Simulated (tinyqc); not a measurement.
Four methods from the same start: geometry relaxation of a small cluster. Computed by tinyqc, a small Python program. Command: `OMP_NUM_THREADS=1 python tinyqc.py 3003745 3003746 out.jsonl relax walk`. One thread of a shared host (Intel(R) Xeon(R) Processor @ 2.30GHz), about 0.01 s of CPU time with the checks.

E = sum_(i<j) phi(r_ij), phi(r) = eps [exp(-2 alpha (r - r0)) - 2 exp(-alpha (r - r0))]; the force on i is -sum_j phi'(r_ij) (R_i - R_j)/r_ij.

Inputs (values chosen for the exercise, for model atoms):

| quantity | value | unit |
|---|---|---|
| length r0 | 2.69 | angstrom |
| well depth eps | 0.37 | eV |
| stiffness alpha | 2.06 | 1/angstrom |
| step factor eta | 0.13 | angstrom^2/eV |
| largest number of steps | 500 | - |

Potential: Morse. Method: FIRE.

starting positions (angstrom):
```
            x      y     z
atom 1  -0.12  -0.11  0.01
atom 2    2.6   0.08  0.07
atom 3   1.45   2.26     0
atom 4   1.24   0.64  2.08
```

Method:
- FIRE with unit mass: if F.v > 0, v = (1 - a) v + a |v| F/|F|, and after more than 5 such steps in a row dt = min(1.1 dt, 5 dt0), a = 0.99 a; else v = 0, a = 0.1, and dt = dt/2 (not at the first step). Then v = v + dt F, R(new) = R + dt v. dt0 = sqrt(eta), a = 0.1 at first.
- No atom moves more than 0.3 angstrom a step (the whole step is scaled). Stop when the largest force component is below 1e-5 eV/angstrom.
- Hessian at the final positions by central differences of the forces; six eigenvalues vanish (translations and rotations). Steepest descent is stable for eta below 2/lambda_max and contracts the softest mode by 1 - eta lambda_min a step.
- Steepest descent: R(new) = R + eta F.
- Conjugate gradient (Polak-Ribiere): d = F + beta d(old), beta = max(0, F.(F - F(old))/|F(old)|^2), d = F at first; step length from one secant, s = eta (F.d)/(F.d - F(R + eta d).d), replaced by eta if that is not positive; R(new) = R + s d.
- BFGS: R(new) = R + B F with the inverse Hessian B = eta 1 at first; with s = R(new) - R, y = F - F(new), rho = 1/(y.s): B(new) = (1 - rho s y^T) B (1 - rho y s^T) + rho s s^T, skipped if y.s is not positive.
- In this comparison each method may take up to 1500 steps.

contraction of the softest mode = 0.591770

non-zero eigenvalues (eV/angstrom^2): 3.1402  3.1403  6.2805  6.2805  6.2806  12.5610

condition number = 4.00004

Cost:

| method | steps | force calls | final E (eV) | calls to reach 1e-2 |
|---|---|---|---|---|
| steepest descent | 20 | 21 | -2.22 | 8 |
| conjugate gradient | 10 | 21 | -2.22 | 13 |
| BFGS | 12 | 13 | -2.22 | 7 |
| FIRE | 70 | 71 | -2.22 | 34 |

In force calls the order is BFGS (13), steepest descent (21), conjugate gradient (21), FIRE (71). All that converged end at the same energy. Near the minimum steepest descent multiplies the slowest mode by 0.633 in size a step, 5 steps a decade of force, at a condition number of 4.0. On this problem it beats conjugate gradient and FIRE in force calls.

Extremes, crossings and ranges named in words are read from the listed rows.
